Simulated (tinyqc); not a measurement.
# Changing the film thickness L

Model: heat flow across a film from the phonon Boltzmann equation in the relaxation-time approximation. Computed by tinyqc, a small Python program. Command: `OMP_NUM_THREADS=1 python tinyqc.py 3002748 3002749 out.jsonl slabbte sweep`. One thread of a shared host (Intel(R) Xeon(R) Processor @ 2.30GHz), about 0.03 s of CPU time with the checks.

Two black walls, hot at x = 0 and cold at x = L, emit phonons isotropically. For one free path Lambda, with tau = x/Lambda, tau_L = L/Lambda and phi = (T - T_cold)/Delta T, energy balance gives phi(tau) = (1/2) [E2(tau) + int_0^tau_L phi(s) E1(|tau - s|) ds]; E_n are the exponential integrals. The flux over the ballistic flux C v Delta T/4 is psi = 1 - 2 int_0^tau_L phi(s) E2(s) ds, and kappa_eff/kappa = (3/4) tau_L psi. kappa = C v Lambda/3 is an input, so at fixed kappa a longer free path means a smaller C v.

Inputs (values chosen for the exercise, modelled on indium phosphide):
```
quantity                             value     unit
bulk conductivity kappa               64.7  W/(m K)
wall temperature difference Delta T    5.9        K
free path Lambda_1                      78       nm
free path Lambda_2                     790       nm
share f_2 of kappa                    0.31        -
cells n in the small system              6        -
```

Free-path groups: two.

Method:
- Cut the film into n equal cells with constant phi, collocated at the centres c_i: the kernel integrates to A_ij = |E2(|c_i - e_j|) - E2(|c_i - e_(j+1)|)|/2 for cell edges e_j, and A_ii = 1 - E2(half a cell); solve (1 - A) phi = E2(c)/2; psi = 1 - 2 sum_j phi_j [E3(e_j) - E3(e_(j+1))].
- Use 150 and 300 cells and extrapolate psi = (4 psi(300) - psi(150))/3. The jump at the hot wall is 1 - phi there (linear extrapolation from the first two of 300 cells). Two-flux (diffusion with slip) formula: psi = 1/(1 + 3 tau_L/4).
- Each group is solved on its own with 150 and 300 cells, psi = (4 psi(300) - psi(150))/3, and weighted by its share of kappa (f_1 is what the others leave); exchange of energy between groups inside the film is left out.
- Flux J = kappa_eff Delta T/L; apparent boundary resistance per wall (L/kappa_eff - L/kappa)/2.

One run for each value; columns: (1) film thickness L (nm); (2) kappa_eff (W/(m K)); (3) flux J (GW/m^2); (4) jump at the wall / Delta T for Lambda_1; (5) apparent resistance per wall (m^2 K/GW):
```
(1)      (2)     (3)      (4)     (5)
1.6    0.704  2.5953  0.47775  1.1243
3.3    1.424  2.5465  0.46149  1.1330
6.8    2.829  2.4548  0.43541  1.1492
14     5.441  2.2931  0.39593  1.1783
30    10.245  2.0149  0.33708  1.2323
62    17.233  1.6400  0.26636  1.3197
130   26.288  1.1931  0.18824  1.4680
270   35.627  0.7785  0.11883  1.7027
560   44.003  0.4636  0.06776  2.0355
1200  51.254  0.2520  0.03503  2.4329
```

Over the rows, kappa_eff (W/(m K)) rises from 0.704 to 51.3 (exponent d ln y / d ln x 0.97 between the first rows and 0.20 between the last); flux J (GW/m^2) falls from 2.60 to 0.252 (exponent d ln y / d ln x -0.026 between the first rows and -0.80 between the last); jump at the wall / Delta T for Lambda_1 falls from 0.478 to 0.0350 (exponent d ln y / d ln x -0.048 between the first rows and -0.87 between the last). At the low end the exponent of kappa_eff is 0.97, close to 1: the ballistic limit. At the low end the exponent of flux J is -0.03, close to 0: the ballistic flux does not depend on L. In thin films phonons cross without scattering: the flux is bounded by what the walls emit, and Delta T drops in two jumps of one half each. In thick films the jumps shrink as Lambda/L and the apparent wall resistance tends to a constant.

Caution (rows 1.60, 3.30, 6.80): below about 10 nm the film nears the phonon wavelength, and a particle picture fails.

Extremes, crossings and ranges named in words are read from the listed rows.
